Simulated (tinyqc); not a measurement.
Metal-interlayer-semiconductor contact, depinning against tunnelling resistance: two steps of the calculation.

Zero bias, n-type semiconductor. Gap states at the semiconductor surface thin out as exp(-be ti), which unpins the barrier; electrons must then cross the interlayer (a rectangular barrier, no voltage drop across it) and the parabolic depleted layer, both by WKB. Energies E are counted from the Fermi level; no image force, parabolic bands.

Parameters, values chosen for the exercise; semiconductor values close to those of gallium arsenide; interlayer mass of the order of that in titanium dioxide, offset chosen freely: temperature T = 300 K; band gap Eg = 1.45 eV; relative permittivity eps_r = 12.8; electron affinity chi = 3.95 eV; conduction-band density of states at T Nc = 4.4e17 cm^-3; tunnelling mass in the semiconductor mt = 0.0656 m0; Richardson mass mA = 0.0659 m0; donor density Nd = 9e17 cm^-3; charge-neutrality level above the valence band E0 = 0.49 eV; pinning factor without interlayer S0 = 0.1; metal work function phiM = 4.12 eV; interlayer thickness ti = 0.9 nm; conduction-band offset of the interlayer above the semiconductor dE = 0.07 eV; tunnelling mass in the interlayer mi = 0.3 m0; decay constant of gap states through the interlayer be = 2.2 1/nm.

Constants: q = 1.602176634e-19 C, kB = 1.380649e-23 J/K, eps0 = 8.8541878128e-12 F/m, hbar = 1.054571817e-34 J s, h = 6.62607015e-34 J s, m0 = 9.1093837015e-31 kg, Vt = kB T/q, hbar^2/(2 m0) = 0.0380998212 eV nm^2. Results are converted to the units shown.

Task 1. Pinning, barrier and scales. S = 1/(1 + (1/S0 - 1) exp(-be ti)); phiB = S (phiM - chi) + (1 - S)(Eg - E0); xi = Ec - EF deep inside, from Nd = Nc F(-xi/Vt), F(x) = (2/sqrt(pi)) int_0^infinity sqrt(u) du/(1 + exp(u - x)); band bending U = phiB - xi; E00 = (hbar/2) sqrt(Nd/(eps0 eps_r mt m0)) in volts; A = 4 pi q mA m0 kB^2/h^3.

Give: S; phiB; xi; U; E00; A.

Result 1.

S = 0.44591
phiB = 0.60773 eV
xi = -0.036691 eV
U = 0.64443 eV
E00 = 0.019222 eV
A = 7.9194 A/(cm^2 K^2)

Task 2. Exponents and integrand on an energy grid. With U = phiB - xi: for xi < E < phiB, y = (E - xi)/U and G1 = (U/E00) [sqrt(1 - y) - y ln((1 + sqrt(1 - y))/sqrt(y))], G1 = 0 above phiB; G2 = 2 ti sqrt(mi max(phiB + dE - E, 0)/C), C = hbar^2/(2 m0); f = 1/(1 + exp(E/Vt)); integrand exp(-G1 - G2) f.

E, point 0 to 15 (eV): 0.09  0.126  0.162  0.198  0.234  0.27  0.306  0.342  0.378  0.414  0.45  0.486  0.522  0.558  0.594  0.63
phiB = 0.60773395 eV
xi = -0.036691298 eV
E00 = 0.019221694 eV

Give: G1; G2; f; integrand.

Result 2.

```
point      G1      G2           f  integrand (1e-10)
0      20.472  3.8722    0.029847             0.0080
1      17.888  3.7518   0.0075855             0.0303
2      15.545  3.6273   0.0018954             0.0894
3      13.408  3.4984   4.7156e-4             0.2145
4      11.451  3.3646   1.1720e-4             0.4313
5       9.658  3.2252   2.9120e-5             0.7401
6       8.017  3.0796   7.2347e-6             1.0975
7       6.520  2.9266   1.7974e-6             1.4194
8       5.162  2.7653   4.4656e-7             1.6114
9       3.940  2.5939   1.1094e-7             1.6121
10      2.855  2.4104   2.7563e-8             1.4240
11      1.911  2.2117   6.8479e-9             1.1098
12      1.115  1.9933   1.7013e-9             0.7600
13      0.487  1.7478  4.2268e-10             0.4524
14      0.070  1.4616  1.0501e-10             0.2271
15      0.000  1.1035  2.6090e-11             0.0865
```

Numbers from tinyqc (`OMP_NUM_THREADS=1 python tinyqc.py 2270153 2270154 out.jsonl`; about 0.04 s on one thread of a shared Intel Xeon 2.30GHz).
